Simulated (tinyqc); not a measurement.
Sublattice potential against complex hopping: Haldane model. Computed by the program tinyqc. H_AA = delta - 2 t2 sum cos(k.b + phi), H_BB = -delta - 2 t2 sum cos(k.b - phi), H_AB = -t1 (1 + exp(-i k.a1) + exp(-i k.a2)), b = a1, a2 - a1, -a2, m = 3 sqrt3 t2 sin(phi); the sign of the Chern number follows the orientation k1 then k2.

Honeycomb lattice:
```
parameter,value
t1 (eV),1.210000
t2 (eV),0.210000
phi (rad),-2.570000
```

Gaps at the two valleys (eV) and Chern number of the lower band (12 x 12 mesh):
```
delta,gap 2|delta - m|,gap 2|delta + m|,Chern number
-1.063,0.945,3.307,0
-0.767,0.353,2.715,0
-0.354,0.473,1.889,1
0.000,1.181,1.181,1
0.236,1.653,0.709,1
0.443,2.067,0.295,1
0.738,2.657,0.295,0
1.181,3.543,1.181,0
```

What does the comparison show, and why?

Here |m| = 0.5903 eV. For |delta| < |m| the two valleys have masses of opposite sign and the Chern number is +/-1; one gap closes at |delta| = |m|, and beyond it the band is trivial.
